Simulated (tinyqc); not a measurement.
Speed against selectivity over temperature: anisotropic wet etching of Si(100): plane rates, V-grooves, membranes and undercut. Computed by tinyqc, a small Python program. Command: `OMP_NUM_THREADS=1 python tinyqc.py 3031070 3031071 out.jsonl wetetch walk`. One thread of a shared host (Intel(R) Xeon(R) Processor @ 2.30GHz), about 0.01 s of CPU time with the checks.

A long slot opens the mask on a (100) wafer. The floor etches at R100; (111) walls stand at theta = arctan(sqrt2) = 54.7356 degrees to the surface and recede at R111 along their normal.

Inputs (values chosen for the exercise, close to those used for potassium hydroxide solutions):

| quantity | value | unit |
|---|---|---|
| prefactor k0 of the (100) rate | 5.3e+08 | um/min |
| activation energy of (100), E | 0.6 | eV |
| ratio (100)/(111) at 80 C | 52 | - |
| extra energy of (111), dE | 0.05 | eV |
| ratio (100)/oxide at 80 C | 120 | - |
| extra energy of the oxide, dE_ox | 0.25 | eV |
| misalignment of the mask | 1 | degrees |
| wafer thickness d | 525 | um |
| membrane thickness wanted | 44 | um |

Constants: k_B = 8.617333262e-05 eV/K.

Method:
- R100 = k0 exp(-E/(k_B T)); a ratio given at 80 C scales as exp[(extra energy/k_B)(1/T - 1/353.15 K)]; R111 and R_ox follow by division.
- Temperatures in kelvin are T(C) + 273.15.
- Each row etches to the depth d - membrane; undercut per side = (R111/sin(theta) + R100 sin(misalignment)) x time.

Etching to a fixed depth:

| T (C) | R100 (um/min) | R100/R111 | time (h) | undercut (um) | oxide consumed (nm) |
|---|---|---|---|---|---|
| 30 | 0.0562 | 68.185 | 142.74 | 17.034 | 1034.0 |
| 40 | 0.1169 | 64.143 | 68.55 | 17.579 | 1403.6 |
| 50 | 0.2327 | 60.568 | 34.45 | 18.121 | 1869.6 |
| 60 | 0.4443 | 57.390 | 18.04 | 18.659 | 2447.8 |
| 70 | 0.8169 | 54.550 | 9.81 | 19.194 | 3155.0 |
| 80 | 1.4512 | 52.000 | 5.52 | 19.723 | 4008.3 |
| 90 | 2.4975 | 49.700 | 3.21 | 20.248 | 5025.8 |
| 100 | 4.1750 | 47.617 | 1.92 | 20.766 | 6225.7 |

What follows from these numbers?

From 30 to 100 C the time falls by a factor 74.3, while the oxide loss grows by 6.02 and the undercut by 1.22: the slower planes and the mask have the higher activation energies, so heat costs selectivity. Misalignment gives 8.39 um of the undercut at any T.
